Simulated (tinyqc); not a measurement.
What moves the results: inter-valley coupling by envelope functions against a chain of atomic planes. A value that a table varies takes the place of the one given here.

Chain: E(phi) = e0 + 2 v cos(phi) + 2 u cos(2 phi), cos(phi0) = -v/(4u), e0 = 2u + v^2/(4u); plane j = 0, 1, ... has the potential V_j = dE x_j + F (j - 30) a/4 (1 MV/m = 1e-4 V/angstrom). There are 30 barrier planes a side; with y = j - 29.5, x_j = xb (f(y) + f(Nw - y)), f(y) = 1/(1 + exp(y/L)), plus any Ge added in the well. The valley splitting is the spacing of the two lowest levels. Envelope theory: F_j solves a one-valley chain with hopping -b and diagonal 2b + V_j, b = 4u sin^2(phi0), sum F_j^2 = 1; the valleys couple by Dv = sum_j F_j^2 V_j exp(-2 i phi0 j) and split by 2|Dv|.

Inputs chosen for the exercise (near those of the Delta valleys of silicon in a SiGe well; shifted at random, so the results belong to these values and not to a real crystal): a = 5.431 angstrom (lattice constant; planes lie a/4 apart); u = 0.583 eV (second-neighbour hopping); v = 0.66 eV (nearest hopping); Nw = 66 (planes in the well); L = 0.75 planes (interface width); xb = 0.32 (Ge fraction of the barriers); dE = 0.62 eV (offset per unit Ge fraction); F = 2 MV/m (field); xs = 0.16 (Ge fraction added on that plane); xw = 0.009 (mean Ge fraction of the wiggle); x0 = 8522 (start of the number sequence); na = 4000 (atoms a plane under the dot); js = 48 (plane j of a Ge spike (the well starts at j = 30)).

## Position of the spike

The spike is moved through the well; position counted from the first well plane, j - 30.

Against position:
```
j - 30  F_j^2, smooth  mean of the doublet (meV)  splitting, chain (micro-eV)  envelope  first order
3             0.00528                      12.32                          697       665         1047
8             0.01435                      12.82                         1693      1581         2847
13            0.02357                      13.37                         2807      2639         4677
20            0.03091                      14.07                         4203      4090         6132
26            0.03027                      14.20                         4477      4395         6006
33            0.02376                      13.58                         3226      3137         4715
43            0.01190                      12.66                         1390      1305         2361
53            0.00378                      12.19                          444       416          749
63            0.00040                      12.00                           64        62           79
```

How do the results move?

The splitting is largest at plane 26 among these rows (4477 micro-eV), and the smooth envelope peaks at plane 22, counting all planes; without a spike it is 7.0. Where the splitting exceeds 20 micro-eV the envelope theory lies within 6.6 % of the chain and first order within 70 %.

## A periodic Ge profile (wiggle well)

periods (planes): pi/phi0 1.69109, pi/(pi - phi0) 2.44700

Added fraction xw (1 - cos(2 pi (j - 30)/p)) on the well planes; p = f times the resonant period pi/(pi - phi0). At resonance the estimate is dE xw.

Against period:
```
f     p (planes)  mean of the doublet (meV)  splitting, chain (micro-eV)  envelope
0.90      2.2023                      17.48                          101       107
0.95      2.3246                      17.28                         1297      1356
0.98      2.3981                      17.34                         4370      4523
0.99      2.4225                      17.46                         5210      5275
1.00      2.4470                      17.53                         5559      5541
1.01      2.4715                      17.48                         5291      5284
1.02      2.4959                      17.36                         4552      4591
1.05      2.5693                      17.24                         1781      1752
1.10      2.6917                      17.44                          228       212
1.50      3.6705                      17.52                           13        12
3.00      7.3410                      17.52                            8         8
```

What does this show, and why?

The splitting peaks at f = 1 with 5.56 meV, against the estimate dE xw = 5.58 meV, and is 0.79 and 0.82 of the value at f = 1 two per cent off to either side: the width of the resonance is set by the number of periods under the envelope. At f = 3 it is 8 micro-eV. The chain has one orbital a plane and knows only this resonance; longer periods that work through other bands are outside it.

## Random alloy fluctuations

A uniform fraction x is added on all planes. Each plane j then fluctuates by q sqrt(x_j (1 - x_j)/na) in Ge fraction, q = sqrt12 (z/2147483647 - 1/2) with z(new) = 16807 z mod 2147483647 from x0, restarted for each row; 24 samples. Theory: Dv is a complex Gaussian with sigma^2 = dE^2 sum F_j^4 x_j (1 - x_j)/na, and the mean splitting is sqrt(pi) sigma if the smooth part is negligible.

Splitting (micro-eV):
```
x     sigma  sqrt(pi) sigma  mean of 24  least  largest
0.00   10.2            18.1        17.3    2.3     33.5
0.01  147.9           262.1       254.7   52.8    628.8
0.02  207.8           368.3       358.4   72.2    884.0
0.05  323.3           573.0       557.8  109.7   1379.8
0.10  444.9           788.5       767.6  149.2   1908.3
```

How do the results move?

Without added Ge the disorder sits in the barriers, where the state is small: mean 17.3 micro-eV, against 7.0 for the smooth well. With 5 % Ge in the well the mean is 558, theory 573, with a statistical error of about 11 % for 24 samples; the miss is -3 %, and since every row reuses one sequence the rows with added Ge miss alike. The spread grows with the mean: at 5 % the samples run from 110 to 1380, so small splittings remain possible. sigma falls as 1/sqrt(na) for larger dots. A chain with one orbital a plane has no Bloch-function factor, which scales all these couplings down in fuller models.

## What each parameter does

Chain with the spike on plane js. Each row changes one parameter from the base and keeps the others.

Results:
```
case             level (meV)  splitting (micro-eV)
base                  13.903                3864.2
Nw = 72               13.645                3607.8
L = 1.25 planes       14.116                3810.3
xb = 0.37             13.981                3842.3
dE = 0.682 eV         14.066                4071.8
F = 4 MV/m            20.969                5461.3
js = 51               14.140                4346.3
xs = 0.208            14.210                4477.5
```

How do the results move?

The largest shifts from the base row, up to three for each result and ties (the steps differ in size, so this ranks the rows, not the parameters). level (meV): F +7.065, xs +0.307, Nw -0.258. splitting (micro-eV): F +1597.1, xs +613.3, js +482.1.

tinyqc: `OMP_NUM_THREADS=1 python tinyqc.py 1482033 1482034 out.jsonl`; about 0.1 s, one thread, shared Intel(R) Xeon(R) Processor @ 2.30GHz.
